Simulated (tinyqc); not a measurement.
# Schottky barrier on an n-type semiconductor with a surface-enhanced doping, non-linear Poisson equation by Newton steps, step by step

Numbers from tinyqc (`OMP_NUM_THREADS=1 python tinyqc.py 2020065 2020066 out.jsonl`; about 0.1 s on one thread of a shared Intel Xeon 2.30GHz). Printed values are rounded.

One dimension, metal at x = 0, donor density C(x) = Nd + N0 exp(-x/Ls). Energies are counted from the electron Fermi level of the semiconductor and the conduction-band edge is Ec = -psi, so n = Nc exp(psi/Vt); holes follow the Fermi level of the metal, at -V, so p = Nv exp((V - psi - Eg)/Vt). Ends: psi(0) = V - phiB and psi = Vt ln(Nd/Nc) deep inside. Boltzmann statistics, full ionisation, no current, no image force in the Poisson equation.

Values chosen for this exercise; band and dielectric values those of a made-up semiconductor:
- T = 300 K (temperature)
- Eg = 1.88 eV (band gap)
- eps_r = 8.05 (relative permittivity)
- Nc = 9.35e17 cm^-3 (conduction-band density of states at T)
- Nv = 1.35e19 cm^-3 (valence-band density of states at T)
- Nd = 1.6e17 cm^-3 (donor density deep in the semiconductor)
- phiB = 1.32 eV (barrier height)
- V = 0 V (bias of the metal against the semiconductor)
- N0 = 1.5e18 cm^-3 (extra donor density at the surface)
- Ls = 31 nm (decay length)

Constants: q = 1.602176634e-19 C, kB = 1.380649e-23 J/K, Vt = kB T/q, eps0 = 8.8541878128e-14 F/cm where lengths are in cm. Results are converted to the units shown.

Range of the model: The donor density exceeds a fifth of the band density of states, where Boltzmann statistics begin to fail.

## End potentials, built-in voltage, Debye length

psi_0 = V - phiB, psi_b = Vt ln(Nd/Nc), Vbi = phiB - Vt ln(Nc/Nd), LD = sqrt(eps0 eps_r Vt/(q Nd)), W = sqrt(2 eps0 eps_r (Vbi - V)/(q Nd)), hole density at the metal p_0 = Nv exp((phiB - Eg)/Vt).

psi_0 = -1.32 V
psi_b = -0.0456384 V
Vbi = 1.27436 V
LD = 8.47821 nm
W for uniform Nd = 84.1818 nm
p_0 = 5.28138e9 cm^-3

The hole density at the metal is 3.3e-8 times Nd, so holes hardly matter.

## Doping on the mesh

x, node 0 to 14 (nm): [0, 14, 29.8, 47.8, 68, 91, 117, 146, 179, 217, 260, 308, 362, 424, 493]

C = Nd + N0 exp(-x/Ls), taken at the nodes.

donor density C, node 0 to 14 (cm^-3): [1.66e18, 1.11490e18, 7.33599e17, 4.80950e17, 3.27280e17, 2.39658e17, 1.94433e17, 1.73512e17, 1.64660e17, 1.61368e17, 1.60342e17, 1.60073e17, 1.60013e17, 1.60002e17, 1.60000e17]

## Couplings between neighbouring nodes

a_i = eps0 eps_r/h_i for the interval from node i to i + 1, with h_i = x_(i+1) - x_i in cm.

coupling a_i, interval 0 to 13 (F/cm^2): [5.09116e-7, 4.51115e-7, 3.95979e-7, 3.52853e-7, 3.09897e-7, 2.74139e-7, 2.45780e-7, 2.15989e-7, 1.87569e-7, 1.65759e-7, 1.48492e-7, 1.31993e-7, 1.14962e-7, 1.03299e-7]

## Starting potential

The parabola psi_b - (psi_b - psi_0)(1 - x/W)^2 for x < W and psi_b beyond, with psi_0 = V - phiB, psi_b = Vt ln(Nd/Nc), W = sqrt(2 eps0 eps_r (psi_b - psi_0)/(q Nd)).

psi at the start, node 0 to 14 (V): [-1.32000, -0.93138, -0.57746, -0.28366, -0.09273, -0.04564, -0.04564, -0.04564, -0.04564, -0.04564, -0.04564, -0.04564, -0.04564, -0.04564, -0.04564]

## Iteration 1: densities, residual and Jacobian diagonal

n_i = Nc exp(psi_i/Vt), p_i = Nv exp((V - psi_i - Eg)/Vt), rho_i = p_i - n_i + C_i, g_i = (n_i + p_i)/Vt. Box widths w_i = (h_(i-1) + h_i)/2 in cm. Residual F_i = a_i (psi_(i+1) - psi_i) - a_(i-1) (psi_i - psi_(i-1)) + q rho_i w_i; Jacobian: a_(i-1) and a_i beside the diagonal, b_i = -a_(i-1) - a_i - q g_i w_i on it. The two end nodes are fixed.

n, node 0 to 14 (cm^-3): [6.24867e-5, 211.044, 1.86190e8, 1.60491e13, 2.58865e16, 1.6e17, 1.6e17, 1.6e17, 1.6e17, 1.6e17, 1.6e17, 1.6e17, 1.6e17, 1.6e17, 1.6e17]
p, node 0 to 14 (cm^-3): [5.28138e9, 1563.73, 0.00177247, 2.05629e-8, 1.27486e-11, 2.06260e-12, 2.06260e-12, 2.06260e-12, 2.06260e-12, 2.06260e-12, 2.06260e-12, 2.06260e-12, 2.06260e-12, 2.06260e-12, 2.06260e-12]
residual F, node 1 to 13 (C/cm^2): [2.27958e-7, 1.55312e-7, 9.82108e-8, 5.15229e-8, 1.66758e-8, 1.51713e-8, 6.71083e-9, 2.65051e-9, 8.87555e-10, 2.49082e-10, 5.93535e-11, 1.18247e-11, 1.80724e-12]
diagonal b, node 1 to 13 (F/cm^2): [-9.60231e-7, -8.47094e-7, -7.49021e-7, -1.00928e-6, -3.01345e-6, -3.24682e-6, -3.53573e-6, -3.92374e-6, -4.36930e-6, -4.82603e-6, -5.33764e-6, -5.99823e-6, -6.71324e-6]

## Iteration 1: Newton step

Solve the tridiagonal system a_(i-1) d_(i-1) + b_i d_i + a_i d_(i+1) = -F_i for nodes 1 to 13, with d = 0 on fixed nodes. If the largest |d| exceeds 4 Vt, the whole step is scaled down so that it equals 4 Vt.

Newton step d, before damping, node 1 to 13 (V): [0.651174, 0.880750, 0.750069, 0.325485, 0.039754, 0.008220, 0.002520, 0.000826, 0.000241, 0.000060, 0.000013, 0.000002, 0.000000]
psi after iteration 1, node 0 to 14 (V): [-1.32000, -0.85492, -0.47405, -0.19560, -0.05451, -0.04097, -0.04467, -0.04534, -0.04554, -0.04561, -0.04563, -0.04564, -0.04564, -0.04564, -0.04564]

## Iteration 2: densities, residual and Jacobian diagonal

As before.

n, node 0 to 14 (cm^-3): [6.24867e-5, 4062.00, 1.01657e10, 4.84033e14, 1.13516e17, 1.91659e17, 1.66086e17, 1.61842e17, 1.60601e17, 1.60175e17, 1.60044e17, 1.60009e17, 1.60002e17, 1.60000e17, 1.6e17]
p, node 0 to 14 (cm^-3): [5.28138e9, 81.2447, 3.24638e-5, 6.81805e-10, 2.90723e-12, 1.72189e-12, 1.98702e-12, 2.03913e-12, 2.05488e-12, 2.06035e-12, 2.06204e-12, 2.06248e-12, 2.06258e-12, 2.06260e-12, 2.06260e-12]
residual F, node 1 to 13 (C/cm^2): [2.01194e-7, 1.37077e-7, 8.65535e-8, 2.83905e-8, 1.36298e-8, 1.33403e-8, 5.91770e-9, 2.33868e-9, 7.83286e-10, 2.19834e-10, 5.23846e-11, 1.04364e-11, 1.59505e-12]
diagonal b, node 1 to 13 (F/cm^2): [-9.60231e-7, -8.47094e-7, -7.54561e-7, -2.18234e-6, -3.49416e-6, -3.35054e-6, -3.57111e-6, -3.93696e-6, -4.37370e-6, -4.82726e-6, -5.33794e-6, -5.99829e-6, -6.71325e-6]

## Iteration 2: Newton step

As before.

Newton step d, before damping, node 1 to 13 (V): [0.534333, 0.691375, 0.524111, 0.099617, 0.013144, 0.005208, 0.002059, 0.000717, 0.000212, 0.000053, 0.000011, 0.000002, 0.000000]
psi after iteration 2, node 0 to 14 (V): [-1.32000, -0.77500, -0.37064, -0.11721, -0.03961, -0.03900, -0.04389, -0.04503, -0.04543, -0.04558, -0.04562, -0.04564, -0.04564, -0.04564, -0.04564]

## Iteration 3: densities, residual and Jacobian diagonal

As before.

n, node 0 to 14 (cm^-3): [6.24867e-5, 89398.2, 5.55026e11, 1.00410e16, 2.02003e17, 2.06803e17, 1.71167e17, 1.63781e17, 1.61269e17, 1.60372e17, 1.60093e17, 1.60020e17, 1.60003e17, 1.60000e17, 1.6e17]
p, node 0 to 14 (cm^-3): [5.28138e9, 3.69153, 5.94596e-7, 3.28668e-11, 1.63372e-12, 1.59580e-12, 1.92804e-12, 2.01499e-12, 2.04637e-12, 2.05782e-12, 2.06140e-12, 2.06235e-12, 2.06256e-12, 2.06260e-12, 2.06260e-12]
residual F, node 1 to 13 (C/cm^2): [1.71101e-7, 1.16574e-7, 7.11324e-8, 1.61626e-8, 1.13680e-8, 1.13115e-8, 5.02687e-9, 1.98810e-9, 6.66053e-10, 1.86948e-10, 4.45492e-11, 8.87542e-12, 1.35648e-12]
diagonal b, node 1 to 13 (F/cm^2): [-9.60231e-7, -8.47100e-7, -8.67689e-7, -3.36688e-6, -3.72410e-6, -3.43713e-6, -3.60837e-6, -3.95165e-6, -4.37863e-6, -4.82865e-6, -5.33827e-6, -5.99836e-6, -6.71326e-6]

## Iteration 3: Newton step

As before.

Newton step d, before damping, node 1 to 13 (V): [0.422106, 0.519196, 0.335418, 0.040571, 0.006719, 0.003948, 0.001698, 0.000604, 0.000180, 0.000045, 0.000010, 0.000002, 0.000000]
psi after iteration 3, node 0 to 14 (V): [-1.32000, -0.69093, -0.26723, -0.05040, -0.03153, -0.03767, -0.04311, -0.04470, -0.04531, -0.04554, -0.04561, -0.04563, -0.04564, -0.04564, -0.04564]

## Course of the Newton iteration

Stop when the largest undamped |d| is below 1e-9 V, or after 80 iterations.

Course of the iteration:
```
iteration  largest |F| (C/cm^2)  largest |d| (V)  at node
1                       2.28e-7            0.881        2
2                       2.01e-7            0.691        2
3                       1.71e-7            0.519        2
4                       1.37e-7            0.287        2
5                       8.76e-8            0.167        1
6                       3.35e-8           0.0409        1
7                       3.15e-9          1.59e-3        2
8                      6.59e-11          3.47e-5        2
9                      3.01e-14          1.59e-8        2
10                      < 1e-19          < 1e-13        2
```

Converged in 10 iterations. Once the step is below 0.1 Vt, 3 more iteration(s) reach the threshold: near the solution the error is roughly squared each time.

## Converged densities, field and barrier lowering

converged psi, node 0 to 14 (V): [-1.32000, -0.44732, -0.05242, -0.02003, -0.02712, -0.03494, -0.04038, -0.04341, -0.04484, -0.04540, -0.04558, -0.04563, -0.04564, -0.04564, -0.04564]

n and p as above; E_i = -(psi_(i+1) - psi_i)/h_i; at the metal |E_0| = |E on interval 0| + q rho_0 (h_0/2)/(eps0 eps_r), rho_0 = p_0 - n_0 + C_0; image-force lowering dphi = sqrt(q |E_0|/(4 pi eps0 eps_r)).

n, node 0 to 14 (cm^-3): [6.24867e-5, 2.85892e10, 1.23059e17, 4.30856e17, 3.27508e17, 2.42033e17, 1.96123e17, 1.74393e17, 1.65018e17, 1.61484e17, 1.60373e17, 1.60080e17, 1.60014e17, 1.60002e17, 1.6e17]
p, node 0 to 14 (cm^-3): [5.28138e9, 1.15434e-5, 2.68177e-12, 7.65956e-13, 1.00766e-12, 1.36352e-12, 1.68270e-12, 1.89238e-12, 1.99988e-12, 2.04365e-12, 2.05781e-12, 2.06158e-12, 2.06242e-12, 2.06258e-12, 2.06260e-12]
field E, interval 0 to 13 (kV/cm): [-623.344, -249.932, -17.997, 3.510, 3.399, 2.091, 1.047, 0.433, 0.147, 0.042, 0.010, 0.002, 0.000, 0.000]
|E_0| at the metal = 884.544 kV/cm
image-force lowering = 125.788 mV

A mesh of about 1000 nodes or more gives |E_0| = 848.1 kV/cm; the 15-node value is 4.3 % above it.
